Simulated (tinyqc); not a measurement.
Energy and delay of logic against supply voltage: energy and delay against supply voltage.

One expression serves below and above threshold: I(Vg) = Ik [ln(1 + exp((Vg - VT + dd V)/(al nf Vt)))]^al, with I_on = I(V) and I_off = I(0). Gate delay td = kd C V/I_on, clock period LD td. Per gate and cycle the switching energy is act C V^2 and the leakage energy I_off V LD td. No short-circuit current, no variation. Minima are sought above 0.09 V; below a few Vt gates no longer switch and the model has no meaning.

EDP = energy times td.

Parameters, values chosen for the exercise; values of the order met in logic technologies: temperature T = 250 K; threshold voltage at zero drain bias VT = 0.19 V; slope factor nf = 1.07; barrier lowering per volt of supply dd = 0.06; specific current of a gate Ik = 0.85 uA; exponent of the current law al = 1.43; load capacitance of a gate C = 0.39 fF; delay factor kd = 0.7; logic depth LD = 60; activity factor act = 0.05.

Constants: q = 1.602176634e-19 C, kB = 1.380649e-23 J/K, Vt = kB T/q. Results are converted to the units shown.

Energy and delay against supply voltage:
```
V (V),I_on (uA),I_off (nA),td (ps),switching (aJ),leakage (aJ),energy (aJ),EDP (fJ ps)
0.15,0.17386,0.32965,235.53,0.43875,0.69878,1.1375,0.26793
0.27,4.0334,0.45018,18.275,1.4216,0.13328,1.5548,0.028414
0.38,12.240,0.59894,8.4755,2.8158,0.11574,2.9315,0.024846
0.5,23.914,0.81763,5.7080,4.8750,0.14001,5.0150,0.028626
0.62,37.672,1.1159,4.4930,7.4958,0.18651,7.6823,0.034516
0.73,51.807,1.4836,3.8468,10.392,0.24996,10.642,0.040935
0.85,68.676,2.0233,3.3789,14.089,0.34867,14.437,0.048783
0.97,86.900,2.7581,3.0473,18.348,0.48916,18.837,0.057401
1.08,104.69,3.6620,2.8163,22.745,0.66830,23.413,0.065938
1.2,125.19,4.9855,2.6168,28.080,0.93930,29.019,0.075937
```

td falls from 236 to 2.62 ps; the energy rises from 1.14 to 29.0 aJ and the EDP goes from 0.268 through a minimum of 0.0248 (at V = 0.38 V among the rows listed) to 0.0759 fJ ps. The exact minima lie at V = 0.180 V for the energy and 0.351 V for the EDP. Going from 1.2 V to the energy minimum saves a factor of 29.1 in energy and costs a factor of 36.2 in delay. Below the minimum the leakage energy rises faster than the switching energy falls, because the clock period grows so steeply.

Computed by the program tinyqc: `OMP_NUM_THREADS=1 python tinyqc.py 2082140 2082141 out.jsonl`, one thread of a shared Intel Xeon 2.30GHz, about 0.01 s for the whole run.
